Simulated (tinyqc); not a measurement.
What each parameter does: quaternary alloy A(x)B(1-x)C(y)D(1-y) matched to a substrate.

Q(x,y) = x y Q_AC + x (1 - y) Q_AD + (1 - x) y Q_BC + (1 - x)(1 - y) Q_BD for the lattice constant. Gap, rule 1: Q(x,y) - x (1 - x)[y C_ABC + (1 - y) C_ABD] - y (1 - y)[x C_ACD + (1 - x) C_BCD]. Rule 2 (mean of ternaries): {x (1 - x)[y T_ABC(x) + (1 - y) T_ABD(x)] + y (1 - y)[x T_ACD(y) + (1 - x) T_BCD(y)]}/{x (1 - x) + y (1 - y)}, T_ABC(x) = x E_AC + (1 - x) E_BC - C_ABC x (1 - x), T_ACD(y) = y E_AC + (1 - y) E_AD - C_ACD y (1 - y), and alike. Only the Gamma valley is followed.

Matching a(x,y) = a_s gives x = (a_s - y a_BC - (1 - y) a_BD)/(y (a_AC - a_BC) + (1 - y)(a_AD - a_BD)).

Parameters, chosen for this exercise (AC, AD, BC, BD near GaAs, GaSb, InAs and InSb; substrate near GaSb; not measured data): a = (5.648, 6.102, 6.05, 6.484) angstrom (lattice constants of AC, AD, BC, BD); Eg = (1.537, 0.822, 0.413, 0.235) eV (gaps at Gamma of AC, AD, BC, BD); Cb = (0.456, 0.392, 1.456, 0.676) eV (bowing of ABC, ABD, ACD, BCD); a_s = 6.102 angstrom (substrate); y = 0.66 (fraction of C).

x is matched anew each time.

One parameter was then changed.

Results before and after:

| case | x | rule 1 (eV) | rule 2 (eV) |
|---|---|---|---|
| base | 0.2418 | 0.3065 | 0.4375 |
| changed | 0.2307 | 0.3063 | 0.4333 |

Which of these changes was made? (a) Cb = (0.547, 0.47, 1.747, 0.811) eV; (b) a = (5.658, 6.102, 6.05, 6.484) angstrom; (c) y = 0.67; (d) Eg = (1.587, 0.822, 0.413, 0.235) eV; (e) a_s = 6.098 angstrom.

Answer: (c) y = 0.67. Of the candidates, run in turn, only this one gives the changed row.

All candidates:

| case | x | rule 1 (eV) | rule 2 (eV) |
|---|---|---|---|
| base | 0.2418 | 0.3065 | 0.4375 |
| y = 0.67 | 0.2307 | 0.3063 | 0.4333 |
| a_s = 6.098 angstrom | 0.2519 | 0.3120 | 0.4459 |
| Cb = (0.547, 0.47, 1.747, 0.811) eV | 0.2418 | 0.2519 | 0.4091 |
| Eg = (1.587, 0.822, 0.413, 0.235) eV | 0.2418 | 0.3145 | 0.4455 |
| a = (5.658, 6.102, 6.05, 6.484) angstrom | 0.2459 | 0.3087 | 0.4409 |

Computed by tinyqc, a small Python program: `OMP_NUM_THREADS=1 python tinyqc.py 1050005 1050006 out.jsonl` (the numbers bound the seed that draws the inputs); one thread of a shared host (Intel(R) Xeon(R) Processor @ 2.30GHz), about 0.01 s for the whole set of steps.
